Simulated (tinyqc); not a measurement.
Chemical-mechanical planarisation: Preston law, pattern density and step-height reduction. Changing the polish time t. Computed by tinyqc, a small Python program. Command: `OMP_NUM_THREADS=1 python tinyqc.py 3026828 3026829 out.jsonl cmp sweep`. One thread of a shared host (Intel(R) Xeon(R) Processor @ 2.30GHz), about 0.02 s of CPU time with the checks.

A row of 8 cells, repeated periodically, holds raised features that cover a share rho of each cell.

Inputs (values chosen for the exercise, close to those used for oxide polishing):
```
quantity                        value  unit
Preston coefficient K           5e-14  1/Pa
pressure P                         34   kPa
platen and carrier speed          110   rpm
distance between the centres       16    cm
initial step height h0            440    nm
contact height h_c                120    nm
film above the raised areas z0    950    nm
cell size                           1    mm
planarisation length              1.6    mm
```

local pattern densities, cell by cell: 0.9  0.1  0.9  0.7  0.3  0.25  0.5  0.7

Method:
- With equal rotation speeds the relative speed is uniform, v = omega r_c; Preston rate R0 = K P v.
- The stiff pad averages the density: rho_eff(i) = sum_j w_ij rho_j / sum_j w_ij, w = exp(-2 d^2/L^2), L the planarisation length and d the distance between cell centres, summed over all periodic images of cell j.
- While h > h_c only raised areas polish, at R0/rho_eff, until t_c = rho_eff (h0 - h_c)/R0. After that h = h_c exp(-(t - t_c)/tau), tau = rho_eff h_c/R0; low areas polish at R0 (1 - h/h_c) and raised areas at R0 [1 + (1 - rho_eff) h/(rho_eff h_c)]. Removed from raised areas after t_c: h0 - h_c + R0 (t - t_c) + (1 - rho_eff)(h_c - h); from low areas: R0 (t - t_c) - rho_eff (h_c - h). Film left = z0 less the removal from raised areas.

One run for each value:
```
polish time t (s)  range of film left across the row (nm)  largest remaining step (nm)  thinnest film left (nm)
6.2                                                  28.6                        411.3                    892.7
9.1                                                  42.0                        397.9                    865.8
13.0                                                 60.1                        379.8                    829.8
19.0                                                 87.8                        352.1                    774.3
28.0                                                129.4                        310.4                    691.0
41.0                                                181.2                        250.2                    579.1
59.0                                                190.6                        166.9                    486.3
86.0                                                167.5                         62.6                    391.1
120.0                                               154.1                         16.9                    283.2
```

What does the table show, and why?

Over the rows, range of film left across the row (nm) goes from 28.6 through a maximum among these rows, 191 at 59.0, to 154; largest remaining step (nm) falls from 411 to 16.9 (exponent d ln y / d ln x -0.086 between the first rows and -3.9 between the last); thinnest film left (nm) falls from 893 to 283 (exponent d ln y / d ln x -0.079 between the first rows and -0.97 between the last). At the low end the exponent of range of film left across the row is 1.00, close to 1: before contact the removals grow in fixed ratio.

Extremes, crossings and ranges named in words are read from the listed rows.
